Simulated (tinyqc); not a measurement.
# Worked calculation: vertical double-diffused power MOSFET, components of the on-resistance

tinyqc, about 0.01 s, one thread, Intel Xeon 2.30GHz (shared host): `OMP_NUM_THREADS=1 python tinyqc.py 2230069 2230070 out.jsonl` Printed values are rounded.

Stripe cells of pitch Wp + a, two channels a cell. Current flows through the channels, spreads in the accumulation layer, passes the gap between the p bodies and spreads at 45 degrees into the drift layer below them. Low drain voltage, full ionisation.

Inputs (values chosen for the exercise); bulk values close to those of 4H silicon carbide:
- T = 300 K (temperature)
- eps_r = 9.96 (relative permittivity)
- Kc = 22600 V/cm per (cm^-3)^(1/8) (critical-field constant)
- BV = 900 V (rated breakdown voltage of the drift layer)
- mud = 817 cm^2/(V s) (drift mobility at 300 K)
- bt = 2.5 (temperature exponent of the drift mobility)
- tox = 59 nm (gate oxide thickness (eps_r 3.9))
- Vov = 11 V (gate overdrive)
- mch = 15 cm^2/(V s) (channel mobility)
- mac = 57 cm^2/(V s) (accumulation-layer mobility)
- Lc = 0.4 um (channel length)
- Wp = 3 um (width of the p body in one cell, channels included)
- a = 4.5 um (gap between neighbouring p bodies)
- xp = 0.6 um (depth of the p body)
- Nj = 1 (doping of the gap over the drift doping)
- Vbi = 2.98 V (built-in voltage of the body junction)
- Rs = 0.16 mohm cm^2 (substrate and contact resistance)

Constants: q = 1.602176634e-19 C, eps0 = 8.8541878128e-14 F/cm where lengths are in cm. Results are converted to the units shown.

## Drift layer

Triangular field at breakdown with Ec = Kc N^(1/8): BV = eps0 eps_r Ec^2/(2 q N), so N = (eps0 eps_r Kc^2/(2 q BV))^(4/3); W = 2 BV/Ec; mu = mud (T/300 K)^(-bt); rho = 1/(q mu N); ideal resistance rho W.

N = 1.81213e16 cm^-3
Ec = 2.43434 MV/cm
W = 7.39419 um
mu = 817 cm^2/(V s)
rho = 0.421578 ohm cm
ideal resistance = 0.311723 mohm cm^2

## Components of the on-resistance

Pitch p = Wp + a, Cox = 3.9 eps0/tox; zero-bias depletion in the gap w0 = sqrt(2 eps0 eps_r Vbi/(q N Nj)), open gap g = a - 2 w0; R_ch = Lc p/(2 mch Cox Vov); R_acc = 0.6 a p/(4 mac Cox Vov), 0.6 being an empirical factor for current leaving the layer along its length; R_gap = (rho/Nj) xp p/g; spreading depth t = min(W, (p - g)/2); R_drift = (rho p/2) ln((g + 2 t)/g) + rho (W - t); R_on = the sum with Rs.

w0 = 0.425478 um
g = 3.64904 um
components (mohm cm^2): channel 1.55327, accumulation 1.37955, gap 0.0519890, drift 0.344444, substrate 0.16
R_on = 3.48925 mohm cm^2
shares (%): channel 44.5158, accumulation 39.5371, gap 1.4900, drift 9.8716, substrate 4.5855

The channel term is the largest. R_on is 11.2 times the ideal drift resistance, and spreading raises the drift term to 1.10 times it.
